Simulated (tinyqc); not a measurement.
# Metal-interlayer-semiconductor contact, depinning against tunnelling resistance: what changes with what

Zero bias, n-type semiconductor. Gap states at the semiconductor surface thin out as exp(-be ti), which unpins the barrier; electrons must then cross the interlayer (a rectangular barrier, no voltage drop across it) and the parabolic depleted layer, both by WKB. Energies E are counted from the Fermi level; no image force, parabolic bands.

Parameters, values chosen for the exercise; semiconductor values close to those of gallium nitride; interlayer mass of the order of that in titanium dioxide, offset chosen freely: temperature T = 300 K; band gap Eg = 3.33 eV; relative permittivity eps_r = 9.27; electron affinity chi = 4.22 eV; conduction-band density of states at T Nc = 2.3e18 cm^-3; tunnelling mass in the semiconductor mt = 0.195 m0; Richardson mass mA = 0.204 m0; donor density Nd = 5.5e19 cm^-3; charge-neutrality level above the valence band E0 = 2.3 eV; pinning factor without interlayer S0 = 0.58; metal work function phiM = 4.59 eV; interlayer thickness ti = 1 nm; conduction-band offset of the interlayer above the semiconductor dE = 0.09 eV; tunnelling mass in the interlayer mi = 0.31 m0; decay constant of gap states through the interlayer be = 3.8 1/nm.

Constants: q = 1.602176634e-19 C, kB = 1.380649e-23 J/K, eps0 = 8.8541878128e-12 F/m, hbar = 1.054571817e-34 J s, h = 6.62607015e-34 J s, m0 = 9.1093837015e-31 kg, Vt = kB T/q, hbar^2/(2 m0) = 0.0380998212 eV nm^2. Results are converted to the units shown.

Each table varies one quantity; the others keep the values above.

## Contact resistivity against the interlayer thickness

S = 1/(1 + (1/S0 - 1) exp(-be ti)); phiB = S (phiM - chi) + (1 - S)(Eg - E0); xi = Ec - EF deep inside, from Nd = Nc F(-xi/Vt), F(x) = (2/sqrt(pi)) int_0^infinity sqrt(u) du/(1 + exp(u - x)); band bending U = phiB - xi; E00 = (hbar/2) sqrt(Nd/(eps0 eps_r mt m0)) in volts; A = 4 pi q mA m0 kB^2/h^3. With U = phiB - xi: for xi < E < phiB, y = (E - xi)/U and G1 = (U/E00) [sqrt(1 - y) - y ln((1 + sqrt(1 - y))/sqrt(y))], G1 = 0 above phiB; G2 = 2 ti sqrt(mi max(phiB + dE - E, 0)/C), C = hbar^2/(2 m0); f = 1/(1 + exp(E/Vt)); 1/rho_c = (A T^2/Vt^2) times the integral of exp(-G1 - G2) f over E from xi upwards. Shares under 0.001 % are printed as 0; rows without band bending are left out.

The same in every row: E00/Vt = 3.96.

Results:
```
ti (nm),S,phiB (eV),rho_c (ohm cm^2),rho_c with G2 = 0 (ohm cm^2),peak of the integrand (eV),share above phiB (%)
0,0.580,0.647,2.76e-7,2.76e-7,-0.0189,0
0.2,0.747,0.537,2.77e-7,1.10e-7,-0.0190,0
0.4,0.863,0.460,3.34e-7,5.83e-8,-0.0185,0
0.6,0.931,0.416,5.03e-7,4.06e-8,-0.0172,0
1,0.984,0.381,1.75e-6,3.07e-8,-0.0133,0.00162
1.2,0.992,0.375,3.63e-6,2.94e-8,-0.0112,0.00328
1.4,0.996,0.372,7.72e-6,2.88e-8,-0.00907,0.00620
1.6,0.998,0.371,1.66e-5,2.85e-8,-0.00691,0.0114
```

Estimate the missing row, ti = 0.8 nm.

Computed row:
```
ti (nm),S,phiB (eV),rho_c (ohm cm^2),rho_c with G2 = 0 (ohm cm^2),peak of the integrand (eV),share above phiB (%)
0.8,0.967,0.392,8.92e-7,3.37e-8,-0.0154,0
```

With this row back in the table: As ti goes from 0 to 1.6, phiB falls from 0.647 to 0.371 eV and rho_c rises from 2.76e-7 to 1.66e-5 ohm cm^2. No thickness listed beats the bare contact: tunnelling through the layer costs more than the change of the barrier gains. The ratio of rho_c to its value with G2 = 0 runs from 1.00 to 583.

## Contact resistivity against the decay constant of gap states through the interlayer

Same model as above.

The same in every row: E00/Vt = 3.96.

Results:
```
be (1/nm),S,phiB (eV),rho_c (ohm cm^2),rho_c with G2 = 0 (ohm cm^2),peak of the integrand (eV),share above phiB (%)
1,0.790,0.509,7.95e-6,8.69e-8,-0.0116,0
2,0.911,0.429,3.10e-6,4.53e-8,-0.0127,0
3,0.965,0.393,2.03e-6,3.39e-8,-0.0132,0.00116
5,0.995,0.373,1.61e-6,2.90e-8,-0.0135,0.00197
6,0.998,0.371,1.57e-6,2.85e-8,-0.0135,0.00208
7,0.999,0.370,1.55e-6,2.84e-8,-0.0135,0.00212
8,1.00,0.370,1.55e-6,2.83e-8,-0.0135,0.00214
```

Estimate the missing row, be = 4 1/nm.

Computed row:
```
be (1/nm),S,phiB (eV),rho_c (ohm cm^2),rho_c with G2 = 0 (ohm cm^2),peak of the integrand (eV),share above phiB (%)
4,0.987,0.379,1.71e-6,3.03e-8,-0.0134,0.00170
```

With this row back in the table: As be goes from 1 to 8, phiB falls from 0.509 to 0.370 eV and rho_c falls from 7.95e-6 to 1.55e-6 ohm cm^2. The ratio of rho_c to its value with G2 = 0 runs from 91.5 to 54.7.

tinyqc, about 0.02 s, one thread, Intel Xeon 2.30GHz (shared host): `OMP_NUM_THREADS=1 python tinyqc.py 2270096 2270097 out.jsonl`
